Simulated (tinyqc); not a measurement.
# Insulator thickness and V0 from two charges

Question. In an undoped wire Vg - V0 = Q/Cox + Vt ln(Q/Q0) + Vt ln(1 + Q/Q0) at the source, with Q0 = 4 eps0 eps_r Vt/R and Cox = eps0 eox/(R ln(1 + tox/R)). Find Cox, tox and V0.

Values chosen for this exercise; material values close to those of silicon: temperature T = 400 K; relative permittivity of the semiconductor eps_r = 11.8; relative permittivity of the gate insulator eox = 3.86; wire radius R = 10 nm.

Constants: q = 1.602176634e-19 C, kB = 1.380649e-23 J/K, Vt = kB T/q, eps0 = 8.8541878128e-14 F/cm where lengths are in cm. Results are converted to the units shown.

Qs at Vg = 0.88 and 1.28 V (nC/cm^2): [342.43021, 851.06868]

Answer. The two equations are linear in 1/Cox and V0; tox follows by inverting the logarithm.

Cox = 1.48 uF/cm^2
tox = 2.60 nm
V0 = 0.577 V

Numbers from tinyqc (`OMP_NUM_THREADS=1 python tinyqc.py 2460128 2460129 out.jsonl`; about 0.03 s on one thread of a shared Intel Xeon 2.30GHz).
